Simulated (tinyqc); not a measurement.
Changing the time step dt: finite-difference solution of the diffusion equation on a small grid. Computed by tinyqc, a small Python program. Command: `OMP_NUM_THREADS=1 python tinyqc.py 3001237 3001238 out.jsonl fdiff sweep`. One thread of a shared host (Intel(R) Xeon(R) Processor @ 2.30GHz), about 0.01 s of CPU time with the checks.

dC/dt = D d2C/dx2 on nodes x_j = j dx, j = 0..8; the far end is sealed.

Inputs (values chosen for the exercise): diffusivity D = 0.28 nm^2/s; grid spacing dx = 20 nm; final time t_f = 91200 s; loss velocity h = 0.0057 nm/s.

Boundary at x = 0: surface loss. Scheme: implicit.

start values C_j, j = 0, 1, ... (% of a reference): [5.83, 31.6, 51.5, 100, 70, 7.73, 11.1, 0, 0]

Method:
- The operator M acts as (M C)_j = C_(j-1) - 2 C_j + C_(j+1); at the sealed far end a mirror node gives 2 C_(N-2) - 2 C_(N-1); at j = 0, the outward flux h C_0 gives 2 C_1 - (2 + 2 h dx/D) C_0.
- r = D dt/dx^2.
- With r = D dt/dx^2: (1 - theta r M) C(new) = (1 + (1 - theta) r M) C(old); theta = 0 explicit, 1 implicit, 1/2 Crank-Nicolson.
- The run takes n = round(t_f/dt) steps of length t_f/n.
- The dose is the trapezoidal sum of C dx; the error is the largest difference from exp(M D t/dx^2) C(0), the exact time evolution on the same grid.

One run for each value:
```
time step dt (s)  largest error at t_f (%)  mesh ratio r  final C_4 (%)  final dose (% nm)
356.25                              0.0374         0.249          7.316             1097.7
712.50                              0.0746         0.499          7.346             1102.3
1425.00                             0.1487         0.998          7.407             1111.5
2850.00                             0.2952         1.995          7.528             1129.5
5700.00                             0.5818         3.990          7.764             1165.0
11400.00                            1.1262         7.980          8.221             1233.3
22800.00                            2.0766        15.960          9.090             1361.6
45600.00                            3.4880        31.920         10.760             1594.0
```

Over the rows, largest error at t_f (%) rises from 0.0374 to 3.49 (exponent d ln y / d ln x 1.00 between the first rows and 0.75 between the last). At the low end the exponent of largest error at t_f is 1.00, close to 1: first order in the step.

Extremes, crossings and ranges named in words are read from the listed rows.
